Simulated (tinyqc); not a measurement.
Monte Carlo simulation of one carrier in a uniform electric field: one step, computed by the program tinyqc. Command: `OMP_NUM_THREADS=1 python tinyqc.py 3022441 3022442 out.jsonl mcfl walk`. One thread of a shared host (Intel(R) Xeon(R) Processor @ 2.30GHz), about 3 s of CPU time with the checks.

The force e F acts along +z. Flights end at the constant total rate Gamma; the part of Gamma that the real rates do not fill is self-scattering, which leaves k unchanged. One valley, no impurities and no intervalley scattering.

Task: Flight 2. Kane band: hbar^2 k^2/(2 m) = E (1 + alpha E), speed v = hbar k/(m (1 + 2 alpha E)), states per spin, volume and energy g(E) = m k (1 + 2 alpha E)/(2 pi^2 hbar^2); overlap factors are set to 1. Masses are multiplied by m_0 and all formulas are in SI units. Flight: t = -ln(r1)/Gamma; k_z grows by e F t/hbar; E follows from the band; dz = (E_end - E_start)/(e F). Use row 2 of the random numbers.

Inputs (values chosen for the exercise, for a model polar semiconductor):

| quantity | value | unit |
|---|---|---|
| effective mass m | 0.058 | m_0 |
| non-parabolicity alpha | 0.59 | 1/eV |
| lattice temperature T | 300 | K |
| electric field F | 0.32 | kV/cm |

Crystal: polar. Band: Kane.

k after event 1, the start of the next flight (1/nm): 0.3875317  -0.0135165  -0.0881249

Random numbers (0.02 to 0.98, from up to 60 sets tried for early real events), one row a flight:
```
       r1      r2      r3      r4
1  0.0264  0.0450  0.9763  0.5575
2  0.2368  0.8154  0.0691  0.2827
3  0.5336  0.2168  0.3162  0.2700
4  0.4622  0.2647  0.0491  0.9343
5  0.6256  0.8955  0.9485  0.3997
6  0.1048  0.0507  0.6618  0.3154
7  0.4277  0.8570  0.8284  0.1165
```

Gamma = 23.55563 1e12/s

Constants: e = 1.602176634e-19 C; hbar = 1.054571817e-34 J s; m_0 = 9.1093837015e-31 kg.

Give: flight time t; k at the end of the flight; energy at the end; displacement dz.

Result:

flight time t = 61.15 fs

k at the end of the flight (1/nm): 0.3875  -0.0135  -0.0852

energy at the end = 97.88 meV

displacement dz = -9.479 nm
